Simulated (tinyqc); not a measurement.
One-sided p+-n junction, ionisation integral and breakdown: breakdown voltage by secant steps.

A p+ layer at x < 0 and an n drift layer from x = 0. Depletion approximation, built-in voltage neglected. Local ionisation coefficients alpha_n = an exp(-(bn/E)^mx), alpha_p = ap exp(-(bp/E)^mx). Electrons move towards +x, holes towards x = 0.

W = sqrt(2 eps0 eps_r V/(q N)), peak field E0 = q N W/(eps0 eps_r), falling linearly to 0 at W. Grid: 11 equal steps from 0 to fr W.

G(x) = integral from 0 to x of (alpha_n - alpha_p); I_n = integral of alpha_n exp(-G) (electrons injected at x = 0), I_p = integral of alpha_p exp(G(end) - G) (holes injected at the far edge); M = 1/(1 - I). Secant steps on ln I_n(V) = 0 with the integrals on a fine grid (1500 steps), from the points V = 73.9 and 94.2 V; stop when the step is below 1e-7 of V.

Inputs (values chosen for the exercise); material values close to those of germanium: relative permittivity eps_r = 16.2; prefactor of the electron ionisation coefficient an = 1.64e7 1/cm; field constant for electrons bn = 1.59e6 V/cm; prefactor of the hole ionisation coefficient ap = 9.43e6 1/cm; field constant for holes bp = 1.37e6 V/cm; exponent mx = 1; donor density of the drift layer N = 1.8e15 cm^-3; reverse voltage V = 74.1 V; share of the depleted width that the grid covers fr = 0.6.

Constants: q = 1.602176634e-19 C, eps0 = 8.8541878128e-14 F/cm where lengths are in cm. Results are converted to the units shown.

Course of the iteration:
```
step	V (V)	I_n	change of V (V)
1	94.2	0.553289	8.53
2	102.727	0.919620	1.41
3	104.133	0.996909	0.0540
4	104.187	0.999985	2.65e-4
5	104.188	1.00000	4.72e-8
```

Did this iteration meet its convergence test, and what does its course show?

Yes. Breakdown at 104.19 V, with a peak field of 204.7 kV/cm and W = 10.18 um. The integral for holes reaches 1 at the same voltage.

Numbers from tinyqc (`OMP_NUM_THREADS=1 python tinyqc.py 2120009 2120010 out.jsonl`; about 0.04 s on one thread of a shared Intel Xeon 2.30GHz).
